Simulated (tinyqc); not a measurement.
# Worked calculation: AlGaN/GaN HEMT with access regions, lumped model

Numbers from tinyqc (`OMP_NUM_THREADS=1 python tinyqc.py 2570145 2570146 out.jsonl`; about 0.04 s on one thread of a shared Intel Xeon 2.30GHz). Printed values are rounded.

A polarisation-induced electron sheet under a Schottky gate, in series with two ungated access regions and contacts. Drift law v = mu E/(1 + mu E/vs) under the gate. Currents in mA/mm, resistances in ohm mm. No self-heating, no channel-length modulation; fits for polarisation, barrier and offset are chosen for the exercise.

Inputs (values chosen for the exercise); values close to those of AlGaN/GaN structures:
```
symbol,value,unit,meaning
x,0.16,,aluminium share of the barrier
d,20,nm,barrier thickness
eps_r,9,,relative permittivity of barrier and channel
mu,1300,cm^2/(V s),channel mobility
vs,1.4e7,cm/s,saturation velocity
Lg,1,um,gate length
Ls,0.5,um,source access length
Ld,16,um,drain access length
Rc,0.35,ohm mm,resistance of each contact
ft,0,,share of the drain-access electrons removed by traps
Vg,1,V,gate voltage
Ec,2.9,MV/cm,critical field
te,0.28,um,depth over which the depleted charge spreads
tf,100,nm,insulator under the field plate
ei,7.5,,relative permittivity of that insulator
```

Constants: q = 1.602176634e-19 C, eps0 = 8.8541878128e-14 F/cm where lengths are in cm. Results are converted to the units shown.

## Polarisation charge, threshold and sheet resistance

sigma = (5e13 x + 1.6e13 x^2) cm^-2, phiB = 0.84 + 1.3 x, dEc = 0.7 (1.71 x + x^2) in volts, Cb = eps0 eps_r/d, VT = phiB - dEc - q sigma/Cb, access density n0 = -Cb VT/q. Rsh = 1/(q mu n0); largest access current q n0 vs.

sigma = 8.40960e12 cm^-2
Cb = 0.398438 uF/cm^2
VT = -2.54306 V
n0 = 6.32422e12 cm^-2
Rsh = 759.170 ohm
q n0 vs = 1418.55 mA/mm

## On-resistance and breakdown

sigma = (5e13 x + 1.6e13 x^2) cm^-2, phiB = 0.84 + 1.3 x, dEc = 0.7 (1.71 x + x^2) in volts, Cb = eps0 eps_r/d, VT = phiB - dEc - q sigma/Cb, access density n0 = -Cb VT/q. Ron = 2 Rc + Ls/(q mu n0) + Ld/(q mu (1 - ft) n0) + Lg/(mu Cb (Vg - VT)). Off state: a depleted stretch that holds the voltage V has the peak field sqrt(k V), k = 2 q n0/(eps0 eps_r te), so one edge holds V1 = Ec^2/k. The sheet under the plate pinches off at Vf = q n0 (1/Cb + tf/(eps0 ei)); beyond it the gate edge is screened. BV = V1 if Vf >= V1, else Vf + V1, and at most Ec Ld. Specific resistance Ron (Ls + Lg + Ld); figure of merit BV^2 over it.

Ron = 13.7712 ohm mm
Vf = 17.8014 V
V1 = 92.5972 V
BV = 110.399 V
specific resistance = 2.40996 mohm cm^2
figure of merit = 5.05728 MW/cm^2

The plate raises BV by a factor of 1.19.
